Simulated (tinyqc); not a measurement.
What moves the results: deformation potentials from a strained empirical pseudopotential. A value that a table varies takes the place of the one given here.

Diamond lattice, no spin-orbit coupling. Atomic form factor V(q) = a1 (q^2 - a2)/(a3 exp(a4 q^2) - 1) in rydberg with q in 1/bohr, for the unstrained cell. Under a strain e the reciprocal vectors and k go over into (1 + e)^(-1) G, the atoms sit at +/- tau with tau = (1 + e) a (1,1,1)/8 - zeta a (eyz, ezx, exy)/4, and H(G,G') = c |k + G|^2 delta + (V(q)/det(1 + e)) cos(q.tau), q = G - G', with the term q = 0 left out; c = hbar^2/2m0. The basis is fixed before straining: all G with |k + G|^2 up to 16 (2 pi/a)^2. k is given in units of 2 pi/a of the unstrained cell.

Constants: hbar^2/2m0 = 3.80998211 eV angstrom^2; Ry = 13.60569312 eV; a0 (Bohr radius) = 0.5291772105 angstrom.

Inputs chosen for the exercise (near those of Si; shifted at random, so the results belong to these values and not to a real crystal):

| symbol | value | unit | meaning |
|---|---|---|---|
| a | 5.426 | angstrom | lattice constant |
| A | (0.542, 2.197, 2.048, 0.492) |  | a1 (Ry bohr^2), a2 (1/bohr^2), a3, a4 (bohr^2) |
| h | 0.005 |  | size of the test strain |
| kD | 0.82 | 2 pi/a | position of the Delta minimum |
| a1 | 0.542 |  |  |
| a2 | 2.197 |  |  |
| a3 | 2.048 |  |  |
| a4 | 0.492 |  |  |

## The internal displacement

Xu of L (level 5, the lowest empty one) and d from exy = eyz = ezx = h for several zeta: Xu = [E(L [111]) - E(L [1-1-1])]/((8/3) h), d = (single valence level - pair)/(3 sqrt(3) h). zeta = 0 strains the bonds with the lattice; zeta = 1 keeps all four bond lengths equal to first order.

Results:

| zeta | Xu (L) (eV) | d (eV) |
|---|---|---|
| 0.00 | 10.93 | 0.72 |
| 0.25 | 11.34 | -1.61 |
| 0.50 | 11.76 | -3.93 |
| 0.60 | 11.94 | -4.86 |
| 0.75 | 12.20 | -6.26 |
| 1.00 | 12.67 | -8.58 |

How do the results move?

From zeta = 0 to 1, d goes from 0.72 to -8.58 eV and Xu (L) from 10.93 to 12.67 eV, both nearly linearly: the displacement is an optical-phonon mode, and d = d(0) - zeta d0/4 gives its deformation potential d0 = 37 eV. Leaving the relaxation out (zeta = 0 for 0.5) moves d by +4.66 eV, which reverses its sign, and Xu (L) by -0.83 eV. Tetragonal strain has no such freedom.

## Size of the test strain

e = diag(-h/2, -h/2, h). Xu = [E(Delta z) - E(Delta x)]/(1.5 h) at fixed kD, b = [E(Z) - E(X, Y)]/(4.5 h); one-sided from +h alone, central from +h and -h.

Results (eV):

| h | Xu one-sided | Xu central | b one-sided | b central |
|---|---|---|---|---|
| 0.0010 | 7.968 | 7.973 | -3.315 | -3.311 |
| 0.0025 | 7.960 | 7.973 | -3.321 | -3.311 |
| 0.0050 | 7.948 | 7.973 | -3.331 | -3.311 |
| 0.0100 | 7.924 | 7.974 | -3.351 | -3.311 |
| 0.0200 | 7.878 | 7.978 | -3.392 | -3.312 |
| 0.0300 | 7.834 | 7.985 | -3.433 | -3.313 |

What can be read from the table?

From h = 0.001 to 0.03 the one-sided Xu drifts by -0.134 eV and the central one by +0.012 eV; for b the drifts are -0.119 and -0.002 eV. The central difference cancels the term of second order in the strain, so its error goes as h^2. At h = 0.02 the linear law errs by 1.2 % for the valley splitting and 2.5 % for the valence splitting.

## What each parameter of the potential does

Gaps from the valence top to level 8 at Gamma and level 5 at (kD,0,0) and L, and their deformation potentials [E(+h) - E(-h)]/(3 ln((1 + h)/(1 - h))) for e = +/- h 1, h = 0.002. The row for the lattice constant keeps V(q) without the volume factor, so it is not a strain. Each row changes one parameter from the base and keeps the others.

Results:

| case | Gamma (eV) | Delta (eV) | L (eV) | potential Gamma (eV) | potential Delta (eV) | potential L (eV) |
|---|---|---|---|---|---|---|
| base | 4.064 | 1.153 | 2.015 | -8.78 | 2.72 | -1.86 |
| a = 5.372 angstrom | 4.186 | 0.851 | 1.911 | -8.47 | 3.03 | -1.69 |
| a1 = 0.537 | 4.023 | 1.086 | 1.966 | -8.70 | 2.73 | -1.85 |
| a2 = 2.219 | 3.946 | 1.228 | 2.012 | -8.85 | 2.67 | -1.90 |
| a3 = 2.068 | 4.019 | 1.062 | 1.953 | -8.69 | 2.71 | -1.86 |
| a4 = 0.487 | 4.160 | 1.240 | 2.093 | -8.95 | 2.64 | -1.94 |

How do the results move?

The largest shifts from the base row, up to three for each result and ties (the steps differ in size, so this ranks the rows, not the parameters). Gamma (eV): a +0.122, a2 -0.118, a4 +0.095. Delta (eV): a -0.302, a3 -0.091, a4 +0.088. L (eV): a -0.105, a4 +0.077, a3 -0.063. potential Gamma (eV): a +0.31, a4 -0.17, a3 +0.09. potential Delta (eV): a +0.31, a4 -0.08, a2 -0.05. potential L (eV): a +0.18, a4 -0.08, a2 -0.04; unchanged at the printed digits by a3.

tinyqc: `OMP_NUM_THREADS=1 python tinyqc.py 1851147 1851148 out.jsonl`; about 0.3 s, one thread, shared Intel(R) Xeon(R) Processor @ 2.30GHz.
